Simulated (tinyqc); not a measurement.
Changing the mean dose E: chemically amplified photoresist: aerial image, acid generation, bake, development and line width. Computed by tinyqc, a small Python program. Command: `OMP_NUM_THREADS=1 python tinyqc.py 3024789 3024790 out.jsonl resist sweep`. One thread of a shared host (Intel(R) Xeon(R) Processor @ 2.30GHz), about 0.04 s of CPU time with the checks.

Lines and spaces of pitch p with a two-beam-like image; x = 0 is the middle of the bright space. The resist is positive and treated as uniform in depth.

Inputs (values chosen for the exercise, for a model resist at 248 nm): pitch p = 260 nm; image contrast c = 0.84; Dill parameter C = 0.046 cm^2/mJ; quencher load q, relative to the acid generator = 0.17; acid diffusivity D = 6.9 nm^2/s; bake time t = 60 s; amplification rate k_amp = 0.056 1/s; threshold protection m_th = 0.43; development selectivity n = 3; largest rate r_max = 920 nm/s; smallest rate r_min = 0.09 nm/s; resist thickness d = 250 nm; development time t_d = 60 s; photon energy = 5 eV; absorption coefficient alpha = 1.2 1/um.

Method:
- Dose E(x) = E [1 + c cos(2 pi x/p)]; acid h = 1 - exp(-C E(x)).
- Bake: the acid image is blurred by a Gaussian of variance sigma^2 = 2 D t (each Fourier term k of h, taken on 64 points, is multiplied by exp(-4 pi^2 k^2 D t/p^2)).
- Cosine coefficients: h(x) = sum_k h_k cos(2 pi k x/p).
- The quencher then removes q, h_eff = max(h_blurred - q, 0); protection m = exp(-k_amp t h_eff).
- Mack rate r = r_max (a + 1)(1 - m)^n/(a + (1 - m)^n) + r_min, a = ((n + 1)/(n - 1))(1 - m_th)^n.
- Edge: vertical development clears the film where r t_d >= d; the space width is twice the x where r = d/t_d.
- Dose sensitivity = d ln(width)/d ln E from widths at 1.005 E and E/1.005; image log-slope at the edge = |d ln E/dx|, normalised by the width (NILS); latitude for 10 % of width = 10 %/sensitivity.
- The edge lies at x = width/2.
- Absorbed photons per volume N = E(edge) alpha/(photon energy), 1 mJ/cm^2 = 62.41509 eV/nm^2, alpha in 1/nm; a Gaussian blur averages over a volume V = (2 sqrt(pi) sigma)^3; relative noise 1/sqrt(N V); edge noise sigma_x = (dh/d ln E) noise/|dh/dx|, with both derivatives of the blurred acid at the edge.

One run for each value:
```
mean dose E (mJ/cm^2)  space width (nm)  dose sensitivity  edge noise from photons (nm)   NILS
3.59                               77.5             2.676                        0.3545  0.846
4.11                              101.6             1.530                        0.2683  1.513
4.63                              118.5             1.110                        0.2295  2.135
5.15                              131.8             0.893                        0.2074  2.722
5.67                              142.6             0.761                        0.1935  3.280
6.19                              151.8             0.673                        0.1845  3.811
6.72                              160.1             0.611                        0.1786  4.329
7.24                              167.2             0.566                        0.1752  4.816
7.76                              173.7             0.533                        0.1737  5.282
8.28                              179.7             0.509                        0.1739  5.728
```

Describe and explain the trends.

Over the rows, space width (nm) rises from 77.5 to 180 (exponent d ln y / d ln x 2.0 between the first rows and 0.52 between the last); dose sensitivity falls from 2.68 to 0.509 (exponent d ln y / d ln x -4.1 between the first rows and -0.72 between the last); edge noise from photons (nm) goes from 0.355 through a minimum among these rows, 0.174 at 7.76, to 0.174. More dose moves the clearing threshold out along the image, so the space widens.

Caution (all rows): lateral development, standing waves and the joint diffusion of acid and quencher are left out, so widths are indicative. Caution (all rows): the noise counts photons alone (acid and quencher statistics add to it) and takes the film as thicker than the blur; a thinner film averages in two dimensions only.

Extremes, crossings and ranges named in words are read from the listed rows.
